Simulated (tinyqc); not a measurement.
Time-dependent dielectric breakdown: cell percolation, Weibull statistics, area scaling and voltage extrapolation: one step, computed by the program tinyqc.

The oxide is divided into columns of area a^2, each holding m = t_ox/a cells (m is taken as continuous). A share lambda(t) = (t/t_1)^alpha of the cells is defective, and a column whose cells are all defective breaks down.

Question. Fitting the sample. W = ln(-ln(1 - F_i)) with the median ranks F_i. Least squares in W: W = beta ln t - beta ln t63. Maximum likelihood: solve sum t^b ln t/sum t^b - 1/b = mean of ln t for b, then t63 = (mean of t^b)^(1/b).

Weibull plot:
```
i      t (s)        F_i      ln t          W
1   109.3654  0.0614035  4.694694  -2.758771
2   117.5532  0.1491228  4.766891  -1.823328
3   127.9367  0.2368421  4.851535  -1.308259
4   130.5105  0.3245614  4.871454  -0.935491
5   143.4449  0.4122807  4.965951  -0.632041
6   144.6919  0.5000000  4.974606  -0.366513
7   156.0489  0.5877193  5.050169  -0.120981
8   169.8838  0.6754386  5.135114   0.118032
9   182.1581  0.7631579  5.204875   0.364894
10  199.5934  0.8508772  5.296282   0.643424
11  230.9410  0.9385965  5.442162   1.026145
```

Give: slope by least squares; t63 by least squares; slope by maximum likelihood; t63 by maximum likelihood.

Answer.

slope by least squares = 4.6870

t63 by least squares = 169.94 s

slope by maximum likelihood = 4.5641

t63 by maximum likelihood = 170.01 s

Caution: t_1 is an input here; in a real oxide it changes with thickness at fixed voltage.
